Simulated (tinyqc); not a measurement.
# Energy and delay of logic against supply voltage: what changes with what

One expression serves below and above threshold: I(Vg) = Ik [ln(1 + exp((Vg - VT + dd V)/(al nf Vt)))]^al, with I_on = I(V) and I_off = I(0). Gate delay td = kd C V/I_on, clock period LD td. Per gate and cycle the switching energy is act C V^2 and the leakage energy I_off V LD td. No short-circuit current, no variation. Minima are sought above 0.09 V; below a few Vt gates no longer switch and the model has no meaning.

Parameters, values chosen for the exercise; values of the order met in logic technologies: temperature T = 300 K; threshold voltage at zero drain bias VT = 0.23 V; slope factor nf = 1.24; barrier lowering per volt of supply dd = 0.02; specific current of a gate Ik = 0.53 uA; exponent of the current law al = 1.52; load capacitance of a gate C = 2.9 fF; delay factor kd = 1; logic depth LD = 60; activity factor act = 0.3.

Constants: q = 1.602176634e-19 C, kB = 1.380649e-23 J/K, Vt = kB T/q. Results are converted to the units shown.

Each table varies one quantity; the others keep the values above.

## Energy and delay against supply voltage

EDP = energy times td.

Energy and delay against supply voltage:

| V (V) | I_on (uA) | I_off (nA) | td (ps) | switching (aJ) | leakage (aJ) | energy (aJ) | EDP (fJ ps) |
|---|---|---|---|---|---|---|---|
| 0.15 | 0.041527 | 0.44240 | 10475 | 19.575 | 41.707 | 61.282 | 641.94 |
| 0.27 | 0.75655 | 0.47662 | 1035.0 | 63.423 | 7.9911 | 71.414 | 73.910 |
| 0.38 | 3.2137 | 0.51030 | 342.91 | 125.63 | 3.9897 | 129.62 | 44.447 |
| 0.5 | 7.5671 | 0.54975 | 191.62 | 217.50 | 3.1603 | 220.66 | 42.283 |
| 0.62 | 13.121 | 0.59224 | 137.03 | 334.43 | 3.0189 | 337.45 | 46.239 |
| 0.73 | 19.069 | 0.63406 | 111.02 | 463.62 | 3.0833 | 466.71 | 51.814 |
| 0.85 | 26.374 | 0.68304 | 93.464 | 628.58 | 3.2558 | 631.83 | 59.053 |
| 0.97 | 34.451 | 0.73579 | 81.653 | 818.58 | 3.4966 | 822.08 | 67.125 |
| 1.08 | 42.478 | 0.78770 | 73.732 | 1014.8 | 3.7635 | 1018.5 | 75.099 |
| 1.2 | 51.869 | 0.84849 | 67.092 | 1252.8 | 4.0987 | 1256.9 | 84.328 |

What does the table show?

td falls from 10500 to 67.1 ps; the energy rises from 61.3 to 1260 aJ and the EDP goes from 642 through a minimum of 42.3 (at V = 0.5 V among the rows listed) to 84.3 fJ ps. The exact minima lie at V = 0.192 V for the energy and 0.460 V for the EDP. Going from 1.2 V to the energy minimum saves a factor of 23.3 in energy and costs a factor of 62.8 in delay. Below the minimum the leakage energy rises faster than the switching energy falls, because the clock period grows so steeply.

## Optimum supplies against the activity factor

Same model as above.

V_min minimises the energy and V_EDP the product of energy and td.

Results:

| act | V_min (V) | energy at V_min (aJ) | leakage share (%) | clock at V_min (MHz) | V_EDP (V) | clock at V_EDP (GHz) |
|---|---|---|---|---|---|---|
| 0.002 | 0.4533 | 4.536 | 73.73 | 72.38 | 0.7521 | 0.1555 |
| 0.005 | 0.3940 | 6.064 | 62.89 | 53.17 | 0.6409 | 0.1273 |
| 0.01 | 0.3528 | 8.059 | 55.21 | 39.78 | 0.5778 | 0.1099 |
| 0.05 | 0.2711 | 18.56 | 42.59 | 16.36 | 0.4921 | 0.08455 |
| 0.1 | 0.2400 | 27.90 | 40.15 | 10.02 | 0.4745 | 0.07909 |
| 0.2 | 0.2096 | 42.35 | 39.83 | 5.705 | 0.4642 | 0.07584 |
| 0.5 | 0.1682 | 72.59 | 43.47 | 2.385 | 0.4572 | 0.07365 |

Estimate the missing row, act = 0.02.

Computed row:

| act | V_min (V) | energy at V_min (aJ) | leakage share (%) | clock at V_min (MHz) | V_EDP (V) | clock at V_EDP (GHz) |
|---|---|---|---|---|---|---|
| 0.02 | 0.3155 | 11.25 | 48.70 | 28.22 | 0.5316 | 0.09650 |

With this row back in the table: As act goes from 0.002 to 0.5, V_min falls from 0.453 to 0.168 V, the energy there rises from 4.54 to 72.6 aJ, the clock there falls from 72.4 to 2.39 MHz and V_EDP falls from 0.752 to 0.457 V. act and LD enter V_min only through the ratio act/LD.

tinyqc, about 0.01 s, one thread, Intel Xeon 2.30GHz (shared host): `OMP_NUM_THREADS=1 python tinyqc.py 2082097 2082098 out.jsonl`
